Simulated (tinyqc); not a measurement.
# Worked calculation: quantum limit of the contact resistance of a two-dimensional channel

Program tinyqc, `OMP_NUM_THREADS=1 python tinyqc.py 2760103 2760104 out.jsonl`; Intel Xeon 2.30GHz, shared host, one thread, about 0.01 s. Printed values are rounded.

Parabolic band with gv valleys, C = hbar^2/(2 m0), eta = (EF - Ec)/(kB T). Landauer picture: each mode conducts 2 q^2/h, and the contacts and the channel add incoherently in series, 1/Tt - 1 = 2 (1/tc - 1) + L/lam for the total transmission Tt.

Parameters, values chosen for the exercise: temperature T = 300 K; mass m = 0.46 m0; valleys gv = 1; carrier density n = 1.7e13 cm^-2; transmission of each contact tc = 1; back-scattering length of the channel lam = 25 nm; channel length L = 44 nm.

Constants: q = 1.602176634e-19 C, kB = 1.380649e-23 J/K, hbar = 1.054571817e-34 J s, h = 6.62607015e-34 J s, m0 = 9.1093837015e-31 kg, Vt = kB T/q, hbar^2/(2 m0) = 0.0380998212 eV nm^2. Results are converted to the units shown.

## Fermi level and modes

n = N ln(1 + exp(eta)), N = gv m kB T/(2 pi C); modes per width M = gv sqrt(m kB T/C) Fm(eta)/(2 sqrt(pi)), Fm(x) = (1/sqrt(pi)) int_0^infinity u^(-1/2)/(1 + exp(u - x)) du; at zero temperature M0 = gv kF/pi, kF = sqrt(2 pi n/gv). kB T in eV.

N = 4.96763e12 cm^-2
eta = 3.38897
M = 313.473 1/um
M0 = 328.976 1/um

The zero-temperature count is 4.9 % above the thermal one.

## Resistances

RQ = (h/2q^2)/M for the whole device, R = RQ/Tt; the part of one contact is Rc = RQ (1/tc - 1/2) and the channel adds RQ L/lam.

RQ = 41.1723 ohm um
Rc = 20.5862 ohm um
channel = 72.4633 ohm um
R = 113.636 ohm um
Tt = 0.362319

The two contacts make up 36.2 % of R.
